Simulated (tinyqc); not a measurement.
Koster-Slater impurity in a tight-binding band, by Green functions and by supercells: one step, computed by the program tinyqc.

One orbital per site, e(k) = -2 t sum cos(k_i) over 2 direction(s), band from -4 t to 4 t, lattice constant 1. One site has the extra energy U. Spin is left out.

Problem. The host Green function outside the band. Outside the band G0(E) = (2/(pi E)) K(m), m = 16 t^2/E^2, K the complete elliptic integral with parameter m. A bound state solves 1/U = G0(E). Energies: 0.05, 0.2, 0.5, 1, 2, 4 and 8 t beyond the band edge on the side of U, rounded to four digits.

Inputs (values chosen for the exercise, for a model band): hopping t = 2 eV; impurity potential U = -8.38 eV.

Lattice: square.

Give: Scan on the side of U.

Solution.

Scan on the side of U:
```
E (eV),G0 (1/eV),1/U - G0 (1/eV)
-8.1,-0.2557,0.1364
-8.4,-0.1980,0.0787
-9.0,-0.1581,0.0388
-10.0,-0.1270,0.0077
-12.0,-0.0960,-0.0233
-16.0,-0.0671,-0.0523
-24.0,-0.0429,-0.0764
```

G0 diverges at the band edge, so any U binds a state, exponentially weakly when U is small.
